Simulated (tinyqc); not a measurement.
Bias-temperature instability from a Gaussian distribution of capture and emission barriers: one step, computed by the program tinyqc.

Each trap has a capture time tau_0 exp(E_c/(k_B T)) under stress and an emission time tau_0 exp(E_e/(k_B T)) after it. E_c is Gaussian, and E_e = E_c + d with d Gaussian and independent. A trap counts as filled once t_s exceeds its capture time and as emptied once t_r exceeds its emission time.

Task: Recovery. Demarcation energies E_s = k_B T ln(t_s/tau_0), E_r = k_B T ln(t_r/tau_0); mean barrier mu = mu_c - k_F F; z = (E_s - mu)/sigma_c; Phi is the standard normal distribution. Temperatures in kelvin are T(C) + 273.15. Remaining shift dV = V_max int_(-infinity)^(E_s) g(E_c) [1 - Phi((E_r - E_c - delta)/sigma_d)] dE_c, g the Gaussian density of E_c (Gauss-Legendre, 120 points over 7 sigma_c below E_s).

Inputs (values chosen for the exercise, for a model p-channel transistor):
```
quantity,value,unit
shift with all traps filled V_max,330,mV
spread of capture barriers sigma_c,0.34,eV
"mean of E_e - E_c at the stress field, delta",-0.086,eV
"spread of E_e - E_c, sigma_d",0.26,eV
time constant tau_0,7e-09,s
temperature T,150,C
stress time t_s,20000,s
recovery time t_r,70,s
```

mean barrier mu = 1.55 eV

shift without recovery dV0 = 22.78812 mV

Constants: k_B = 8.617333262e-05 eV/K.

Give: E_r; remaining shift dV; remaining share dV/dV0.

Result:

E_r = 0.8396 eV

remaining shift dV = 10.65 mV

remaining share dV/dV0 = 0.4672

A measurement delay of t_r hides 53 % of the shift.
